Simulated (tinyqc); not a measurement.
Body thickness for a wanted scale length.

Question. A double-gate structure has tan(pi ti/Lambda) tan(pi ts/(2 Lambda)) = ei/eps_r, both angles below pi/2. Find ts.

Values chosen for this exercise; permittivities: semiconductor close to that of silicon, insulator close to that of silicon nitride: relative permittivity of the semiconductor eps_r = 11.6; relative permittivity of the insulator ei = 7.28; insulator thickness ti = 2.5 nm.

Lambda = 16.093149 nm

Answer. The condition is explicit in ts: an arctangent, taken between 0 and pi/2.

ts = 8.900 nm

Computed by the program tinyqc: `OMP_NUM_THREADS=1 python tinyqc.py 2420091 2420092 out.jsonl`, one thread of a shared Intel Xeon 2.30GHz, about 0.01 s for the whole run.
